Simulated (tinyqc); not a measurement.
## Segment and feed resistance from two drops

Question. A rail is fed at one end through Rq; K loads of Ij follow, each after a segment Rs. The drop at load j is K Ij Rq + Rs Ij sum_(l=1..j) (K - l + 1). Find Rs, Rq and the worst drop, at the middle, if the rail were fed through Rq at both ends: K Ij Rq/2 + Rs Ij K^2/8 with the load taken as continuous.

Inputs (values chosen for the exercise):
- K = 21 (number of equal loads)
- Ij = 0.51 mA (current of each load)

drops at the first and at the last load (mV): 1.7243100  12.220110

Answer. The difference of the two drops is Rs Ij K (K - 1)/2, which gives Rs; the first drop then gives Rq.

Rs = 0.09800 ohm
Rq = 0.06300 ohm
drop at the middle with two feeds = 3.093 mV

Computed by the program tinyqc: `OMP_NUM_THREADS=1 python tinyqc.py 2770230 2770231 out.jsonl`, one thread of a shared Intel Xeon 2.30GHz, about 0.1 s for the whole run.
